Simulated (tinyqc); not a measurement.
Inside a calculation. Method: UKS/PBE0 in the 3-21g basis, for H2-, spin multiplicity 2. The basis has no diffuse functions, so it cannot describe the extra electron: this is an exercise in the method, not the real anion. One step of it, computed by the program tinyqc.

Problem. Orthogonalisation. S = U s U^T; symmetric (Loewdin) form X = U s^(-1/2) U^T, so that X^T S X = 1.

overlap S, lower triangle:
```
          1H 1s     1H 2s     2H 1s     2H 2s
1H 1s  1.000000
1H 2s  0.645899  1.000000
2H 1s  0.281104  0.423920  1.000000
2H 2s  0.423920  0.774891  0.645899  1.000000
```

Give: eigenvalues of S; X.

Solution.

eigenvalues of S: 0.1400  0.4301  0.8040  2.6259

X, lower triangle:
```
         1H 1s    1H 2s    2H 1s   2H 2s
1H 1s   1.2440
1H 2s  -0.4815   1.7210
2H 1s  -0.0709   0.0392   1.2440
2H 2s   0.0392  -0.7521  -0.4815  1.7210
```
